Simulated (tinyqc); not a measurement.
Zener tunnelling in a reverse-biased junction, two-band WKB: two steps of the calculation.

Abrupt p-n junction, depletion approximation. Energies E are counted from the conduction-band edge of the neutral n side; its Fermi level lies at dn, that of the p side at dn - V, and the valence-band edge of the neutral p side at Em = dn + dp - V. Tunnelling needs 0 < E < Em. Two-band dispersion with equal masses m: inside the gap kappa = sqrt(m u (1 - u/Eg)/C), u the distance from a band edge, C = hbar^2/(2 m0).

Parameters, values chosen for the exercise; band and dielectric values close to those of gallium arsenide:
```
symbol    value   unit                                     meaning
T           300      K                                 temperature
Eg         1.41     eV                                    band gap
eps_r      12.9                              relative permittivity
Nc      4.35e17  cm^-3  conduction-band density of states at 300 K
Nv      8.97e18  cm^-3     valence-band density of states at 300 K
m         0.071     m0        band-edge mass of the two-band model
Na       1.9e19  cm^-3                            acceptor density
Nd       5.5e18  cm^-3                               donor density
V         -0.86      V                          bias of the p side
```

Constants: q = 1.602176634e-19 C, kB = 1.380649e-23 J/K, hbar = 1.054571817e-34 J s, m0 = 9.1093837015e-31 kg, Vt = kB T/q, eps0 = 8.8541878128e-14 F/cm where lengths are in cm, hbar^2/(2 m0) = 0.0380998212 eV nm^2. Results are converted to the units shown.

Problem 1. Fermi levels and built-in voltage. Nd = Nc F12(dn/Vt), Na = Nv F12(dp/Vt), F12(x) = (2/sqrt(pi)) int_0^infinity sqrt(u)/(1 + exp(u - x)) du; dn = EF - Ec on the n side, dp = Ev - EF on the p side (negative outside the bands); Vbi = Eg + dn + dp.

Give: dn; dp; Vbi.

Solution 1.

dn = 0.1663 eV
dp = 0.03822 eV
Vbi = 1.614 V

Boltzmann statistics would give dn = 0.0656 eV and dp = 0.0194 eV. At zero bias the bands of the two sides overlap by dn + dp.

Problem 2. Width, field and exponent. W = sqrt(2 eps0 eps_r (Vbi - V)(1/Na + 1/Nd)/q), mean field F = (Vbi - V)/W, peak field 2 F. In a uniform field F the exponent is S = pi sqrt(m/C) Eg^1.5/(4 F). Transverse energy Et = C kt^2/m raises it to S (1 + 4 Et/Eg), so T = exp(-S) exp(-Et/Eb) with Eb = Eg/(4 S). KJ = (2 q^2/h) m/(4 pi C) (times 1e14 for A/cm^2 per eV^2).

Vbi = 1.6144743 V

Give: W; mean field; S; exp(-S); Eb; tunnelling length Eg/F.

Solution 2.

W = 28.760 nm
mean field = 0.86037 MV/cm
S = 20.864
exp(-S) = 8.6867e-10
Eb = 16.895 meV
tunnelling length Eg/F = 16.388 nm

Range of the model: Parabolic densities of states, no band tails and no gap narrowing, all of which matter at such doping.

tinyqc, about 0.01 s, one thread, Intel Xeon 2.30GHz (shared host): `OMP_NUM_THREADS=1 python tinyqc.py 2620134 2620135 out.jsonl`
